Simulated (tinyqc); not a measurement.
Inside a calculation. Method: Jacobi rotations on a symmetric matrix. One step of it, computed by the program tinyqc.

Question. Jacobi rotation 2. Take the largest off-diagonal element A_pq; tan 2 theta = 2 A_pq / (A_qq - A_pp) with |theta| <= pi/4; A' = J^T A J with J_pp = J_qq = cos, J_pq = sin, J_qp = -sin.

A':
```
          1          2          3
1  0.831572   0.000000   0.293772
2  0.000000   1.367428  -0.022187
3  0.293772  -0.022187   1.366000
```

Give: p, q, theta; A'.

Answer.

p, q, theta (rad): 1.0000  3.0000  0.4164

A':
```
        1        2        3
1  0.7017   0.0090   0.0000
2  0.0090   1.3674  -0.0203
3  0.0000  -0.0203   1.4959
```
